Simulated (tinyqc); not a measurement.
Inside a calculation. Model: modulation-doped quantum well, Poisson-Schroedinger loop with local exchange and correlation.

Numbers from tinyqc (`OMP_NUM_THREADS=1 python tinyqc.py 2140041 2140042 out.jsonl`; about 0.3 s on one thread of a shared Intel Xeon 2.30GHz). Printed values are rounded.

A well of width L centred at z = 0 between barriers Vb; effective-mass electrons, parabolic bands. The electrons come from donor sheets outside the mesh, a share fL of Ns on the left and the rest on the right, so the structure is neutral. Energies are counted from the band edge of the well, with U = 0 on the first node in the Hartree part.

Inputs (values chosen for the exercise); material values close to those of GaN in AlGaN:

| symbol | value | unit | meaning |
|---|---|---|---|
| T | 400 | K | temperature |
| md | 0.197 | m0 | in-plane mass |
| Vb | 0.407 | eV | barrier height |
| eps_r | 9.27 |  | relative permittivity (all layers) |
| L | 7.04 | nm | well width |
| hz | 0.64 | nm | mesh step |
| Ns | 5.4e11 | cm^-2 | sheet density of electrons |
| fL | 1 |  | share of the donors on the left side |
| Fz | 0 | kV/cm | applied field along z |
| a | 0.3 |  | mixing factor |

Constants: q = 1.602176634e-19 C, kB = 1.380649e-23 J/K, hbar = 1.054571817e-34 J s, m0 = 9.1093837015e-31 kg, Vt = kB T/q, eps0 = 8.8541878128e-14 F/cm where lengths are in cm, hbar^2/(2 m0) = 0.0380998212 eV nm^2. Results are converted to the units shown.

## Fixed part of the potential

z, node 1 to 21 (nm): -6.4  -5.76  -5.12  -4.48  -3.84  -3.2  -2.56  -1.92  -1.28  -0.64  0  0.64  1.28  1.92  2.56  3.2  3.84  4.48  5.12  5.76  6.4

V0 = 0 in the well and Vb outside, plus q Fz z (1 kV/cm = 1e-4 eV/nm).

fixed potential V0, node 1 to 21 (eV): 0.407000  0.407000  0.407000  0.407000  0.407000  0.000000  0.000000  0.000000  0.000000  0.000000  0.000000  0.000000  0.000000  0.000000  0.000000  0.000000  0.407000  0.407000  0.407000  0.407000  0.407000

## Round 1: levels and probability densities

self-consistent potential U at the start, node 1 to 21 (eV): 0  0  0  0  0  0  0  0  0  0  0  0  0  0  0  0  0  0  0  0  0
mass on the intervals 1/2, 3/2, ... (mean of both at an interface) (m0): 0.246  0.246  0.246  0.246  0.246  0.2205  0.195  0.195  0.195  0.195  0.195  0.195  0.195  0.195  0.195  0.195  0.2205  0.246  0.246  0.246  0.246  0.246

Tridiagonal Hamiltonian with psi = 0 one step beyond both ends: H_ii = C (1/m_(i-1/2) + 1/m_(i+1/2))/hz^2 + V0_i + U_i, H_(i,i+1) = -C/(m_(i+1/2) hz^2), C = hbar^2/(2 m0). The lowest 3 level(s) are kept, normalised to hz sum |psi|^2 = 1.

levels (eV): E1 0.024869, E2 0.098473, E3 0.216549

```
node  |psi|^2 of E1 (1/nm)  |psi|^2 of E2 (1/nm)  |psi|^2 of E3 (1/nm)
1                 0.000002              0.000016              0.000124
2                 0.000019              0.000125              0.000775
3                 0.000134              0.000758              0.003434
4                 0.000930              0.004401              0.014129
5                 0.006442              0.025370              0.057122
6                 0.039035              0.128936              0.206650
7                 0.084689              0.213112              0.192609
8                 0.136371              0.219872              0.050141
9                 0.183442              0.143921              0.008590
10                0.216215              0.044740              0.134844
11                0.227944              0.000000              0.225661
12                0.216215              0.044740              0.134844
13                0.183442              0.143921              0.008590
14                0.136371              0.219872              0.050141
15                0.084689              0.213112              0.192609
16                0.039035              0.128936              0.206650
17                0.006442              0.025370              0.057122
18                0.000930              0.004401              0.014129
19                0.000134              0.000758              0.003434
20                0.000019              0.000125              0.000775
21                0.000002              0.000016              0.000124
```

## Round 1: Fermi level and occupations

Level k holds N_k = D_k Vt ln(1 + exp((EF - E_k)/Vt)) with D = md m0 q/(pi hbar^2) per eV (spin included); EF is fixed by sum N_k = Ns.

EF = -0.0336278 eV
N_k (cm^-2): E1 4.77226e11, E2 6.07765e10, E3 1.99783e9

## Round 1: density, output potential and mixing

n_i = sum_k N_k |psi_k|^2 (converted to cm^-3). Hartree part by Gauss: on the interval after node i the enclosed sheet charge is S_i = fL Ns - hz sum_(j<=i) n_j, and U_(i+1) = U_i + q S_i hz/(eps0 eps_r) in eV, U_1 = 0. Added to it: V_xc = -(2 Ry/(pi al rs)) [1 + 0.7734 (rs/21) ln(1 + 21/rs)] (Hedin-Lundqvist), al = (4/(9 pi))^(1/3), rs = (3/(4 pi n))^(1/3)/aB, aB = 4 pi eps0 eps_r hbar^2/(md m0 q^2), Ry = q/(8 pi eps0 eps_r aB) in eV. Mixing: U(new) = U + a (U(out) - U).

```
node  n (1e18 cm^-3)  U(out) (eV)  U after round 1 (eV)
1            0.00002   -0.0007250            -0.0002175
2            0.00018    0.0053347             0.0016004
3            0.00117    0.0109897             0.0032969
4            0.00740    0.0158930             0.0047679
5            0.04730    0.0194816             0.0058445
6            0.26877    0.0211919             0.0063576
7            0.53753    0.0248341             0.0074502
8            0.78543    0.0290587             0.0087176
9            0.96307    0.0334099             0.0100230
10           1.06172    0.0375287             0.0112586
11           1.09232    0.0411780             0.0123534
12           1.06172    0.0442748             0.0132824
13           0.96307    0.0469022             0.0140707
14           0.78543    0.0492971             0.0147891
15           0.53753    0.0518187             0.0155456
16           0.26877    0.0549227             0.0164768
17           0.04730    0.0599585             0.0179875
18           0.00740    0.0631160             0.0189348
19           0.00117    0.0649588             0.0194877
20           0.00018    0.0660501             0.0198150
21           0.00002    0.0667365             0.0200209
```

## Course of the self-consistent loop

Start from U = 0. Stop when the largest |U(out) - U| is below 1e-7 eV, or after 60 rounds. From round 2 on: Anderson mixing of depth m keeps the last m inputs V and residuals F = V(out) - V(in), fits c by least squares to F = dF c over their successive differences dF, dV, and sets V(new) = V + a F - (dV + a dF) c. Here m = 3.

Course of the iteration:
```
round  level E1 (eV)     EF (eV)  largest |U(out) - U| (eV)
1          0.0248691  -0.0336278                     0.0667
2          0.0367929  -0.0217265                     0.0458
3          0.0623831  0.00391018                    2.40e-4
4          0.0623695  0.00389461                    2.28e-5
5          0.0623800  0.00390511                    1.95e-6
6          0.0623802  0.00390523                    1.42e-6
7          0.0623804  0.00390544                    4.97e-8
```

Converged in 7 rounds.

## Converged levels, occupations and centroid

converged U, node 1 to 21 (eV): -0.0008658  0.0050989  0.0106373  0.0153703  0.0186849  0.0199670  0.0234525  0.0276297  0.0319605  0.0360404  0.0396211  0.0426292  0.0451646  0.0474708  0.0498879  0.0528187  0.0574762  0.0603872  0.0620715  0.0630542  0.0636587

Solve for the levels with V0 + U, find EF, n_i = sum_k N_k |psi_k|^2 (in cm^-3); share of each level N_k/Ns; centroid sum n z/sum n.

levels (eV): E1 0.062380, E2 0.136159, E3 0.254311
EF = 0.00390544 eV
shares (%): E1 88.4267, E2 11.2058, E3 0.3675
n, node 1 to 21 (in units of 1e18 cm^-3): 0.00004  0.00030  0.00181  0.01086  0.06666  0.36680  0.70118  0.96365  1.09816  1.11762  1.06107  0.95715  0.81358  0.62849  0.41153  0.19872  0.03388  0.00510  0.00077  0.00011  0.00001
centroid = -0.301993 nm

With 400 intervals across the well and the same walls, E2 - E1 = 77.59 meV and EF - E1 = -58.00 meV; this mesh gives 73.78 and -58.48 meV.
